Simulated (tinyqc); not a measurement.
# One electron in a tunnel-coupled double dot: charge qubit, sensing and quantum capacitance: coherence against detuning

Basis (left, right), H = [[ep/2, tc], [tc, -ep/2]], splitting Om = sqrt(ep^2 + 4 tc^2), ep = al times the gate voltage. In equilibrium the electron is on the right with the chance P_R = [1 + (ep/Om) tanh(Om/2 kB T)]/2.

Noise in ep shifts Om by (ep/Om) d + (2 tc^2/Om^3) d^2. For Gaussian d of deviation se the spread of Om is sqrt[(ep se/Om)^2 + 2 (2 tc^2 se^2/Om^3)^2], and T2* is estimated as sqrt(2) hbar/spread; Om T2*/h counts the oscillations within T2*.

Parameters, values chosen for the exercise: tunnel coupling tc = 16 ueV; deviation of quasi-static detuning noise se = 2.7 ueV.

Constants: q = 1.602176634e-19 C, hbar = 1.054571817e-34 J s, h = 6.62607015e-34 J s. Results are converted to the units shown.

Results:

| ep (ueV) | Om (ueV) | T2* (ns) | oscillations within T2* |
|---|---|---|---|
| 0 | 32.00 | 5.779 | 44.71 |
| 0.8 | 32.01 | 5.334 | 41.29 |
| 1.6 | 32.04 | 4.441 | 34.40 |
| 3.2 | 32.16 | 2.983 | 23.20 |
| 6.4 | 32.63 | 1.690 | 13.33 |
| 24 | 40.00 | 0.5739 | 5.550 |
| 48 | 57.69 | 0.4143 | 5.779 |
| 96 | 101.2 | 0.3634 | 8.892 |

Estimate the missing row, ep = 13 ueV.

Computed row:

| ep (ueV) | Om (ueV) | T2* (ns) | oscillations within T2* |
|---|---|---|---|
| 13 | 34.54 | 0.9088 | 7.590 |

With this row back in the table: T2* falls from 5.78 to 0.363 ns, towards sqrt(2) hbar/se = 0.345 ns far from the anticrossing; the first row is 15.9 times the last. First and second order are equal near ep = sqrt(2) se/2 = 1.91 ueV.

Computed by the program tinyqc: `OMP_NUM_THREADS=1 python tinyqc.py 2470018 2470019 out.jsonl`, one thread of a shared Intel Xeon 2.30GHz, about 0.01 s for the whole run.
